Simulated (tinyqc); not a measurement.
One-sided p+-n junction, ionisation integral and breakdown: two steps of the calculation.

A p+ layer at x < 0 and an n drift layer from x = 0. Depletion approximation, built-in voltage neglected. Local ionisation coefficients alpha_n = an exp(-(bn/E)^mx), alpha_p = ap exp(-(bp/E)^mx). Electrons move towards +x, holes towards x = 0.

Parameters, values chosen for the exercise; material values close to those of germanium:
- eps_r = 15.8 (relative permittivity)
- an = 1.58e7 1/cm (prefactor of the electron ionisation coefficient)
- bn = 1.53e6 V/cm (field constant for electrons)
- ap = 1.04e7 1/cm (prefactor of the hole ionisation coefficient)
- bp = 1.33e6 V/cm (field constant for holes)
- mx = 1 (exponent)
- N = 5.4e16 cm^-3 (donor density of the drift layer)
- V = 6.53 V (reverse voltage)
- fr = 0.5 (share of the depleted width that the grid covers)

Constants: q = 1.602176634e-19 C, eps0 = 8.8541878128e-14 F/cm where lengths are in cm. Results are converted to the units shown.

Problem 1. Field and ionisation coefficients on a grid. W = sqrt(2 eps0 eps_r V/(q N)), peak field E0 = q N W/(eps0 eps_r), falling linearly to 0 at W. Grid: 12 equal steps from 0 to fr W.

Give: W; x; E; alpha_n; alpha_p.

Solution 1.

W = 0.45954 um

```
point   x (um)  E (kV/cm)  alpha_n (1/cm)  alpha_p (1/cm)
0      0.00000     284.20           72544           96517
1      0.01915     272.36           57405           78748
2      0.03829     260.51           44468           63072
3      0.05744     248.67           33620           49460
4      0.07659     236.83           24717           37855
5      0.09574     224.99           17592           28168
6      0.11488     213.15           12057           20283
7      0.13403     201.31          7904.4           14052
8      0.15318     189.47          4915.6          9298.0
9      0.17233     177.62          2869.2          5823.0
10     0.19147     165.78          1550.8          3410.9
11     0.21062     153.94          762.51          1840.2
12     0.22977     142.10          333.08          895.73
```

Problem 2. Ionisation integrals by the trapezoid rule. G(x) = integral from 0 to x of (alpha_n - alpha_p); I_n = integral of alpha_n exp(-G) (electrons injected at x = 0), I_p = integral of alpha_p exp(G(end) - G) (holes injected at the far edge); M = 1/(1 - I). All integrals by the trapezoid rule on the grid.

```
point      x (um)  alpha_n (1/cm)  alpha_p (1/cm)
0      0.00000000       72543.863       96517.312
1      0.01914746       57404.515       78747.863
2      0.03829492       44468.256       63072.352
3      0.05744238       33619.606       49460.482
4      0.07658984       24716.638       37854.681
5      0.09573730       17592.302       28167.981
6      0.11488476       12057.258       20282.859
7      0.13403222       7904.4483       14051.512
8      0.15317968       4915.5540       9298.0346
9      0.17232714       2869.2397       5823.0208
10     0.19147460       1550.8164       3410.9146
11     0.21062206       762.50949       1840.1717
12     0.22976952       333.07671       895.72995
```

Find: G; alpha_n exp(-G); I_n; I_p; M_n; M_p.

Solution 2.

```
point        G  alpha_n exp(-G) (1e4 1/cm)
0       0.0000                       7.254
1      -0.0434                       5.995
2      -0.0816                       4.825
3      -0.1146                       3.770
4      -0.1424                       2.850
5      -0.1651                       2.075
6      -0.1831                       1.448
7      -0.1968                       0.962
8      -0.2069                       0.605
9      -0.2139                       0.355
10     -0.2185                       0.193
11     -0.2213                       0.095
12     -0.2229                       0.042
```

I_n = 0.5136
I_p = 0.6105
M_n = 2.056
M_p = 2.568

Program tinyqc, `OMP_NUM_THREADS=1 python tinyqc.py 2120063 2120064 out.jsonl`; Intel Xeon 2.30GHz, shared host, one thread, about 0.03 s.
